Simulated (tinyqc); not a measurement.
# MOS inversion layer, Poisson-Schroedinger loop: mixing schemes compared

Electrons confined at an insulator interface at z = 0, treated as a hard wall; parabolic valleys, Hartree approximation, no image or exchange terms. The depletion charge lies far deeper than the electrons and gives a uniform field q Nd/(eps0 eps_r); the gate balances all charge. Energies are counted from the band edge at the interface.

V0 = q Nd z/(eps0 eps_r) in eV.

Tridiagonal Hamiltonian with psi = 0 one step beyond both ends: H_ii = C (1/m_(i-1/2) + 1/m_(i+1/2))/hz^2 + V0_i + U_i (+ dE for the set B), H_(i,i+1) = -C/(m_(i+1/2) hz^2), C = hbar^2/(2 m0). The lowest 2 level(s) of each valley set are kept, normalised to hz sum |psi|^2 = 1. The mass is the same on all intervals.

Level k holds N_k = D_k Vt ln(1 + exp((EF - E_k)/Vt)) with D = 2 md1 m0 q/(pi hbar^2) for the set A, D = 4 md2 m0 q/(pi hbar^2) for the set B per eV (spin included); EF is fixed by sum N_k = Ns.

n_i = sum_k N_k |psi_k|^2 (converted to cm^-3). Hartree part by Gauss: on the interval before node i the electrons still beyond are S_i = Ns - hz sum_(j<i) n_j, and U_i = U_(i-1) + q S_i hz/(eps0 eps_r) in eV, U_0 = 0 at the interface. Mixing: U(new) = U + a (U(out) - U).

Rounds from U = 0 until the largest |U(out) - U| is below 1e-7 eV (the round that meets it is counted). Anderson mixing of depth m keeps the last m inputs V and residuals F = V(out) - V(in), fits c by least squares to F = dF c over their successive differences dF, dV, and sets V(new) = V + a F - (dV + a dF) c.

Inputs (values chosen for the exercise); masses and permittivity close to those of silicon (100): temperature T = 400 K; relative permittivity eps_r = 11.8; mass along z of valley set A (2 valley(s)) mz1 = 0.905 m0; in-plane density-of-states mass of set A md1 = 0.188 m0; mass along z of valley set B (4 valley(s)) mz2 = 0.189 m0; in-plane density-of-states mass of set B md2 = 0.423 m0; sheet density of electrons Ns = 4.9e11 cm^-2; sheet density of depletion charge Nd = 1.6e12 cm^-2; extra shift of set B (strain) dE = 0 eV; mesh step hz = 0.78 nm.

Constants: q = 1.602176634e-19 C, kB = 1.380649e-23 J/K, hbar = 1.054571817e-34 J s, m0 = 9.1093837015e-31 kg, Vt = kB T/q, eps0 = 8.8541878128e-14 F/cm where lengths are in cm, hbar^2/(2 m0) = 0.0380998212 eV nm^2. Results are converted to the units shown.

| node | z (nm) |
|---|---|
| 1 | 0.78 |
| 2 | 1.56 |
| 3 | 2.34 |
| 4 | 3.12 |
| 5 | 3.9 |
| 6 | 4.68 |
| 7 | 5.46 |
| 8 | 6.24 |
| 9 | 7.02 |
| 10 | 7.8 |
| 11 | 8.58 |
| 12 | 9.36 |
| 13 | 10.14 |
| 14 | 10.92 |
| 15 | 11.7 |
| 16 | 12.48 |
| 17 | 13.26 |
| 18 | 14.04 |

Rounds needed:

| a | depth m | rounds |
|---|---|---|
| 1 | plain | 6 |
| 0.8 | plain | 9 |
| 0.6 | plain | 14 |
| 0.4 | plain | 24 |
| 0.2 | plain | 54 |
| 0.1 | plain | 112 |
| 0.5 | 2 | 7 |
| 0.5 | 4 | 6 |
| 0.5 | 8 | 6 |

What does the comparison show?

Among the plain runs a = 1 is fastest, with 6 rounds: the response of the charge is weak enough that no damping is needed. Anderson mixing needs 6 to 7 rounds.

tinyqc, about 0.8 s, one thread, Intel Xeon 2.30GHz (shared host): `OMP_NUM_THREADS=1 python tinyqc.py 2160033 2160034 out.jsonl`
